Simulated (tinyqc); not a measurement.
Straight dislocations in isotropic elasticity: fields, energies, partials, Peierls stress and walls: one step, computed by the program tinyqc. Command: `OMP_NUM_THREADS=1 python tinyqc.py 3013573 3013574 out.jsonl disloc walk`. One thread of a shared host (Intel(R) Xeon(R) Processor @ 2.30GHz), about 0.01 s of CPU time with the checks.

The line runs along z, the glide plane is y = 0, and beta is the angle between b and the line (0 screw, 90 degrees edge): b_e = b sin(beta) along +x with the extra half plane at y > 0, b_s = b cos(beta). Stress is positive in tension.

Question. Line energy and line tension. Energy factor K = G [cos^2(beta) + sin^2(beta)/(1 - nu)]. E = K b^2/(4 pi) ln(R/r0) with R = 1/(2 sqrt(rho)); tension T = E + d^2E/d(beta)^2 = G b^2 [1 + nu - 3 nu sin^2(beta)]/(4 pi (1 - nu)) ln(R/r0). The core energy is taken into r0.

Inputs (values chosen for the exercise, modelled on germanium): shear modulus G = 56.7 GPa; Poisson ratio nu = 0.198; Burgers vector b = 4 angstrom; dislocation density rho = 3.8e+11 1/m^2; core radius r0/b = 1.

Character: screw.

Constants: 1 eV/angstrom^3 = 160.2176634 GPa.

Give: energy factor K; ln(R/r0); line energy E; line tension T; stored energy rho E.

Answer.

energy factor K = 56.7 GPa

ln(R/r0) = 7.615

line energy E = 34.31 eV/nm

line tension T = 51.25 eV/nm

stored energy rho E = 2.089 kJ/m^3

T/E = 1.49: bowing turns parts of the line towards the costlier edge character, so it is stiff.
